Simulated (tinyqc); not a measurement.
# From dry film back to evaporation rate at 1000 rpm e0

Model: spin coating of a resist or spin-on film: centrifugal thinning, evaporation and the final thickness (Emslie and Meyerhofer models). Computed by tinyqc, a small Python program. Command: `OMP_NUM_THREADS=1 python tinyqc.py 3114280 3114281 out.jsonl spincoat inv`. One thread of a shared host (Intel(R) Xeon(R) Processor @ 2.30GHz), about 0.3 s of CPU time with the checks.

A Newtonian film stays uniform over the wafer; solvent and solids have the same density and the concentration is uniform through the thickness.

Inputs (values chosen for the exercise, of the order of those of a polymer resist in an ester solvent):
```
quantity                                 value        unit
solids volume fraction c0                 0.11           -
kinematic viscosity of the solvent nu_s    2.4      mm^2/s
viscosity constant k                       420      mm^2/s
viscosity exponent gamma                   2.5           -
spin speed f                               800         rpm
starting thickness h0                      300  micrometre
shrinkage in the bake                      7.3           %
```

Method:
- omega = 2 pi f/60; nu(c) = nu_s + k c^gamma; evaporation rate e = e0 sqrt(f/1000 rpm).
- Full model for solids s and liquid l per area, h = s + l, c = s/h: ds/dt = -c Q, dl/dt = -(1 - c) Q - e, Q = 2 omega^2 h^3/(3 nu(c)); integrated adaptively (relative tolerance 1e-9) until l = 0.
- Dry film = s at l = 0, before the bake; film after the bake = s x (1 - shrinkage).

Problem. A run gave the result below. Find the evaporation rate at 1000 rpm e0, known to lie between 0.22 and 0.35 micrometre/s.

dry film = 730.0304 nm

Solution.

Each step takes the trial c = (a f_b - b f_a)/(f_b - f_a), f being the result less the target and a, b, c the logarithms of the listed values; c replaces end b, the old b replaces a if the sign of f changed, and otherwise f_a is halved.

Scan of the range:
```
evaporation rate at 1000 rpm e0 (micrometre/s)  dry film (nm)
0.220                                                 692.270
0.238                                                 710.657
0.257                                                 729.086
0.277                                                 747.528
0.300                                                 767.670
0.324                                                 787.618
0.350                                                 808.146
```

False position (Illinois rule, in the logarithm of the input) inside the bracket:
```
step     end a     end b     trial  dry film (nm)
1     0.257000  0.277000  0.257988        730.019
2     0.277000  0.257988  0.258000        730.030
3     0.277000  0.258000  0.258000        730.031
4     0.258000  0.258000  0.258000        730.030
```

dry film rises at every point of a 13-point scan of the range (every second point is shown), so one value fits; it is bracketed by 0.257 and 0.277. The scan shows a pure power law with exponent 0.3333, so scaling from any one row also gives the answer directly. Answer: evaporation rate at 1000 rpm e0 = 0.2580 micrometre/s.
